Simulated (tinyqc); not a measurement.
MOSFET in the linear regime without short-channel effects, parameter extraction from computed curves: one step of the calculation.

Inversion charge Q = Cox n Vt W0(exp((Vg - VT)/(n Vt))), W0 the Lambert function and n = nf; u = Q/Cox; mobility mu = mu0/(1 + th1 u + th2 u^2); channel resistance Rch = (L - dL)/(W mu Q); Id = Vd/(Rch + Rsd/W). Cox = eps0 eox/tox. Small Vd, no channel-length or drain effects.

Problem. Threshold and mobility at the peak transconductance. gm_i = (Id_(i+1) - Id_(i-1))/(Vg_(i+1) - Vg_(i-1)); at the point j of largest gm the tangent meets the axis at V_ext = Vg_j - Id_j/gm_j; field-effect mobility gm_j L/(W Cox Vd) with the drawn L.

Inputs (values chosen for the exercise); channel values of the order met in silicon transistors:
```
symbol,value,unit,meaning
eox,3.9,,relative permittivity of the gate insulator (close to silicon dioxide)
tox,4.1,nm,insulator thickness
mu0,160,cm^2/(V s),low-field mobility
VT,0.46,V,threshold voltage
W,1,um,gate width
L,1.1,um,drawn gate length
dL,0.013,um,drawn less effective length
Vd,0.01,V,drain voltage
```

Constants: eps0 = 8.8541878128e-14 F/cm where lengths are in cm. Results are converted to the units shown.

```
point  Vg (V)       Id (uA)
0         0.3  6.8888182e-4
1        0.38  0.0051331154
2        0.46   0.026380540
3        0.54   0.073677101
4        0.62    0.13567015
5         0.7    0.20176013
6        0.78    0.26714389
7        0.86    0.32980096
8        0.94    0.38889548
```

Wanted: gm; j; V_ext; field-effect mobility.

Solution.

gm, point 1 to 7 (uS): [0.16057, 0.42840, 0.68306, 0.80052, 0.82171, 0.80026, 0.76095]
j = 5
V_ext = 0.45446 V
field-effect mobility = 107.32 cm^2/(V s)

V_ext is 5.5 mV below the model VT, and the mobility so found is 34 % below mu0 L/(L - dL) = 162 cm^2/(V s), the value for the drawn L; attenuation, series resistance and the slow approach of Q to a straight line all lower the peak gm.

tinyqc, about 0.01 s, one thread, Intel Xeon 2.30GHz (shared host): `OMP_NUM_THREADS=1 python tinyqc.py 2210137 2210138 out.jsonl`
